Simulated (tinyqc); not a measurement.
Chemical shift by three methods: effective-mass impurity with a central-cell term, in a basis of Slater functions. Computed by tinyqc, a small Python program. Command: `OMP_NUM_THREADS=1 python tinyqc.py 3005545 3005546 out.jsonl centralcell walk`. One thread of a shared host (Intel(R) Xeon(R) Processor @ 2.30GHz), about 0.01 s of CPU time with the checks.

The envelope obeys H = -nabla^2 - (2/r) [Z + A exp(-kappa r)] in effective units, with kappa = a*/lambda; positive A deepens the well near the core.

Inputs (values chosen for the exercise, with mass and screening modelled on GaSb):

| quantity | value | unit |
|---|---|---|
| effective mass m | 0.0403 | m_0 |
| dielectric constant eps | 15.4 | - |
| charge Z of the core | 1 | - |
| central-cell strength A | 45 | - |
| central-cell range lambda | 1.7 | angstrom |

Impurity: donor, one isotropic band.

Constants: Ry = 13.605693123 eV; a_0 = 0.529177210903 angstrom.

Method:
- Units: Ry* = Ry m/eps^2 and a* = a_0 eps/m, with m in m_0.
- kappa = a*/lambda; the hydrogenic ground state is bound by Z^2 Ry*.
- For s functions exp(-zeta r), with s = zeta_i + zeta_j: S = 2/s^3, T = zeta_i zeta_j S, V = -2 Z/s^2, W = -2 A/(s + kappa)^2; each function is normalised by dividing by sqrt(S_ii S_jj).
- Large basis: zeta_i = 0.06 x 1.6^(i-1), i = 1..22, same formulas; for p functions r exp(-zeta r): S = 24/s^5, T = zeta_i zeta_j S (centrifugal term included), V = -12 Z/s^4, W = -12 A/(s + kappa)^4; overlap eigenvalues below 1e-11 are dropped.
- First order: shift = 8 A Z^3/(2 Z + kappa)^2 Ry*. One exponent: minimise zeta^2 - 2 Z zeta - 8 A zeta^3/(2 zeta + kappa)^2 by golden section on 0.2 to 6 Z. All shifts are the binding beyond Z^2 Ry*.

kappa = 118.951 1/a*

Ry* = 2.31198 meV

hydrogenic binding energy = 2.31198 meV

Shift of the 1s binding energy (meV):

| A | first order | one exponent | large basis |
|---|---|---|---|
| -45.0 | -0.056894 | -0.054016 | -0.04017 |
| -22.5 | -0.028447 | -0.027703 | -0.02346 |
| 4.5 | 0.005689 | 0.005720 | 0.00595 |
| 11.2 | 0.014160 | 0.014355 | 0.01591 |
| 22.5 | 0.028447 | 0.029246 | 0.03663 |
| 45.0 | 0.056894 | 0.060215 | 0.10540 |
| 56.2 | 0.071055 | 0.076339 | 0.17081 |

What follows from these numbers?

The three columns are ordered, first order <= one exponent <= large basis, since each is a variational bound with more freedom. At the largest attractive A first order gives 42 % and one exponent 45 % of the shift; at the most repulsive A the true shift is -0.040 meV against -0.057. Attraction pulls the envelope in and feeds itself, repulsion pushes it out and saturates.

Extremes, crossings and ranges named in words are read from the listed rows.
